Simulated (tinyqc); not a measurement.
Inside a calculation. Method: plane-wave Kohn-Sham cycle with exchange-only LDA in a layered model solid. One step of it, computed by the program tinyqc.

Question. Iteration 1: levels at that k. Diagonalise the Hermitian matrix.

H (hartree), lower triangle:
```
           -3         -2         -1         +0         +1         +2        +3
-3   1.173239
-2  -0.390000   0.335965
-1   0.090000  -0.390000  -0.129188
+0   0.000000   0.090000  -0.390000  -0.222218
+1   0.000000   0.000000   0.090000  -0.390000   0.056873
+2   0.000000   0.000000   0.000000   0.090000  -0.390000   0.708087
+3   0.000000   0.000000   0.000000   0.000000   0.090000  -0.390000  1.731422
```

Give: eigenvalues.

Answer.

eigenvalues (hartree): -0.6826  -0.3261  0.0861  0.4814  0.8317  1.3717  1.8919
